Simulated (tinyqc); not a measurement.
Worked calculation: one-electron ion in a basis of Gaussians. One step of it, computed by the program tinyqc.

Question. Matrices over normalised Gaussians. With p = a_i + a_j and I(k) = Gamma((k+1)/2) / (2 p^((k+1)/2)): S = I(2l+2), T = (2l+3) a_i a_j S / p, V = -Z I(2l+1), each divided by sqrt(S_ii S_jj).

exponents of r^l exp(-a r^2) (1/bohr^2): 1.382000  6.654000  32.030000

Z = 4

l = 0

Give: S; T; V.

Answer.

S:
```
        1       2       3
1  1.0000  0.6557  0.2513
2  0.6557  1.0000  0.6557
3  0.2513  0.6557  1.0000
```

T (hartree):
```
        1        2        3
1  2.0730   2.2509   0.9989
2  2.2509   9.9810  10.8382
3  0.9989  10.8382  48.0450
```

V (hartree):
```
         1         2         3
1  -7.5038   -8.3891   -6.5570
2  -8.3891  -16.4654  -18.4081
3  -6.5570  -18.4081  -36.1251
```
